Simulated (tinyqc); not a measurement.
# MOS structure on a p-type body with a doping step (retrograde), non-linear Poisson equation by Newton steps: what changes with what

One dimension, insulator interface at x = 0, acceptor density N1 for x < x1 and Na beyond, net doping C = -(acceptor density). psi is counted from the intrinsic level: n = ni exp((psi - Vb)/Vt), p = ni exp(-psi/Vt); deep in the body psi_b = -Vt ln(Na/ni). The gate acts through Cox = eps0 eox/tox and has the potential psi_G = Vg - (phiM - chi - Vt ln(Nc/ni)). Boltzmann statistics, full ionisation, classical densities, no oxide or interface charge. Acceptors in real wide-gap material are deep and only partly ionised in the neutral body.

Values chosen for this exercise; band and dielectric values those of a made-up semiconductor: temperature T = 300 K; band gap Eg = 4.09 eV; relative permittivity eps_r = 9.19; conduction-band density of states at T Nc = 2.08e19 cm^-3; valence-band density of states at T Nv = 3.18e19 cm^-3; electron affinity chi = 4.14 eV; acceptor density deep in the body Na = 2.9e16 cm^-3; relative permittivity of the gate insulator (close to silicon dioxide) eox = 3.9; insulator thickness tox = 2.9 nm; gate work function phiM = 4.66 eV; electron quasi-Fermi potential against the body Vb = 0 V; depth of the doping step x1 = 170 nm; acceptor density above the step N1 = 1.4e15 cm^-3.

Constants: q = 1.602176634e-19 C, kB = 1.380649e-23 J/K, Vt = kB T/q, eps0 = 8.8541878128e-14 F/cm where lengths are in cm. Results are converted to the units shown.

Each table varies one quantity; the others keep the values above.

## Charge and capacitance against gate voltage

ni = sqrt(Nc Nv) exp(-Eg/(2 Vt)), Eg in volts. The Poisson equation d/dx(eps0 eps_r dpsi/dx) = -q (p - n + C), with eps0 eps_r dpsi/dx = -Cox (psi_G - psi_0) at x = 0, is solved on a mesh of about 600 nodes or more. N_inv is the integral of n less its value deep in the body. C_LF = Cox (1 - dpsi_0/dVg) with all carriers following; C_HF is the same with the electron quasi-Fermi level shifting uniformly so that N_inv stays fixed. The centroid is that of the same excess.

Charge and capacitance against gate voltage:
```
Vg (V),psi_0 - psi_b (V),N_inv (cm^-2),C_LF/Cox,C_HF/Cox,centroid (nm)
0.13,3.43,4.23e4,0.0175,0.0175,2.05
0.26,3.56,5.76e6,0.0173,0.0173,1.99
0.39,3.69,7.84e8,0.0209,0.0170,1.94
0.52,3.81,7.14e10,0.269,0.0168,1.86
0.64,3.87,5.22e11,0.682,0.0168,1.60
0.77,3.90,1.26e12,0.816,0.0168,1.34
0.9,3.92,2.07e12,0.871,0.0168,1.15
1.03,3.93,2.93e12,0.901,0.0168,1.01
1.16,3.94,3.81e12,0.920,0.0168,0.907
```

What does the comparison show?

N_inv goes from 42300 to 3.81e12 cm^-2 and passes 2e11 cm^-2 at Vg = 0.567 V. Below threshold it takes 60.9 mV a decade between Vg = 0.26 and 0.39 V, against Vt ln 10 = 59.5 mV. C_LF/Cox is lowest, 0.0173, at Vg = 0.26 V among the rows listed and ends at 0.920, while C_HF/Cox ends at 0.0168. Between the last two rows q dN_inv/dVg is 0.911 Cox. Where the classical centroid is under about 2 nm, confinement would move the charge away from the interface and raise the threshold. Above about 2e12 cm^-2 degeneracy matters too.

## Effect of the depth of the doping step on threshold, swing and body effect

VT is the Vg at which N_inv = 2e11 cm^-2. m = 1/(dpsi_0/dVg) at N_inv = 1e8 cm^-2; the swing is the Vg between N_inv = 1e8 and 1e9 cm^-2; body coefficient [VT(Vb + 0.05 V) - VT(Vb)]/0.05 V - 1.

Effect of the depth of the doping step on threshold, swing and body effect:
```
x1 (nm),VT (V),psi_0 - psi_b at VT (V),m - 1,swing (mV/decade),body coefficient
42,0.608,3.84,0.0196,61.0,0.0220
62,0.601,3.84,0.0194,61.0,0.0220
92,0.590,3.84,0.0191,61.0,0.0219
130,0.578,3.84,0.0186,61.0,0.0217
200,0.559,3.83,0.0174,61.0,0.0208
290,0.540,3.83,0.0156,60.9,0.0193
420,0.521,3.83,0.0131,60.8,0.0171
```

As x1 goes from 42 to 420, VT falls from 0.608 to 0.521 V, the swing stays near 61.0 mV/decade and the body coefficient falls from 0.0220 to 0.0171. The swing stays within 0.78 % of m Vt ln 10, and the body coefficient within 0.0039 of m - 1.

Numbers from tinyqc (`OMP_NUM_THREADS=1 python tinyqc.py 2080110 2080111 out.jsonl`; about 0.7 s on one thread of a shared Intel Xeon 2.30GHz).
